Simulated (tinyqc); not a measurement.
Worked calculation: interdiffusion of a quantum well during annealing: blurred potential and shift of the confined levels. Computed by tinyqc, a small Python program that keeps every step. Command: `OMP_NUM_THREADS=1 python tinyqc.py 3000524 3000525 out.jsonl qwi walk`. One thread of a shared host (Intel(R) Xeon(R) Processor @ 2.30GHz), about 0.06 s of CPU time with the checks. Intermediate numbers are printed to about 6 digits and carried at full precision; extremes and crossings named in words are read from the listed rows.

A square well of width w is blurred by Fick diffusion with a constant coefficient; band offsets are linear in composition, masses are uniform, and strain and excitons are ignored.

Inputs (values chosen for the exercise, modelled on InGaAs in InP):

| quantity | value | unit |
|---|---|---|
| well width w | 11 | nm |
| electron mass m_e | 0.0423 | m_0 |
| hole mass m_h | 0.381 | m_0 |
| conduction offset V_c | 0.18 | eV |
| valence offset V_v | 0.38 | eV |
| prefactor D0 | 0.24 | cm^2/s |
| activation energy E | 3.21 | eV |
| anneal temperature T | 690 | C |
| anneal time t | 1600 | s |

Constants: k_B = 8.617333262e-05 eV/K; hbar^2/(2 m_0) = 3.80998212 eV angstrom^2.

## Diffusion length

D = D0 exp(-E/(k_B T)); L = sqrt(D t); share of well material at the centre erf(w/(4L)); 1 nm = 1e-7 cm. Temperatures in kelvin are T(C) + 273.15.

diffusivity D = 3.83325e-18 cm^2/s

diffusion length L = 0.783147 nm

ratio L/w = 0.0711952

share at the centre = 0.999999

## Levels before the anneal

Square well, ground state: take the lowest root of k tan(k w/2) = kappa, k^2 = E/c, kappa^2 = (V - E)/c, c = hbar^2/(2m) with hbar^2/(2 m_0) in eV angstrom^2.

electron level before the anneal = 36.3419 meV

hole level before the anneal = 6.82077 meV

Caution: the well mass is used in the barriers too; a heavier barrier mass would lower these levels.

## Levels after the anneal

With L = sqrt(D t) and the share at the centre erf(w/(4L)). After the anneal: V(z) = V {1 - (1/2)[erf((w/2 - z)/(2L)) + erf((w/2 + z)/(2L))]}, energies counted from the original well bottom. Finite differences on 3000 points over |z| < w/2 + 6L + 25 nm; shifts are taken against the same grid with cell-averaged square steps. Rise of the bottom = V (1 - share at the centre). Overlap = |<electron|hole>|^2.

shift of the electron level = 3.795 meV

shift of the hole level = 3.781 meV

blue shift of the transition = 7.576 meV

rise of the gap at the centre = 3.82805e-04 meV

overlap = 0.8653

The centre is still intact, so the shift comes from rounded edges that narrow the lower part of the well.

## Shift against diffusion length

First-order estimate for small L: the shift is 2 L^2 V |d(psi^2)/dz| at an edge, with psi the normalised square-well state: psi^2 = cos^2(k z)/(w/2 + 1/kappa) inside, so |d(psi^2)/dz| = k sin(k w)/(w/2 + 1/kappa).

Shifts (meV):

| L/w | L (nm) | share at the centre | electron | hole | sum | first-order sum |
|---|---|---|---|---|---|---|
| 0.02 | 0.22 | 1 | 0.332 | 0.349 | 0.681 | 0.774969 |
| 0.04 | 0.44 | 1 | 1.27 | 1.248 | 2.517 | 3.09987 |
| 0.07 | 0.77 | 1.000000 | 3.676 | 3.653 | 7.328 | 9.49336 |
| 0.1 | 1.1 | 0.999593 | 7.171 | 7.935 | 15.106 | 19.3742 |
| 0.15 | 1.65 | 0.981578 | 15.075 | 22.263 | 37.338 | 43.5920 |
| 0.2 | 2.2 | 0.922900 | 24.661 | 46.522 | 71.183 | 77.4969 |
| 0.3 | 3.3 | 0.761407 | 43.981 | 103.613 | 147.594 | 174.368 |
| 0.45 | 4.95 | 0.567942 | 66.254 | 170.418 | 236.672 | 392.328 |
| 0.7 | 7.7 | 0.386495 | 88.348 | 233.704 | 322.052 | 949.336 |
| 1 | 11 | 0.276326 | 102.667 | 272.66 | 375.327 | 1937.42 |

The sum grows as L^1.89 between the first rows (L^2, linear in time, in first order) and as L^0.43 between the last, as it bends towards the limit V_c + V_v less the original levels, 516.8 meV. The first-order form is off by +14 % in the first row and +28 % at L/w = 0.1; it needs L well below the decay length 1/kappa. At L/w = 0.2 the electron level has moved by the larger share of its offset (12.2 % for the hole, 13.7 % for the electron).

Checks made by the program: finite differences against the square-well equation (relative difference 5e-06).
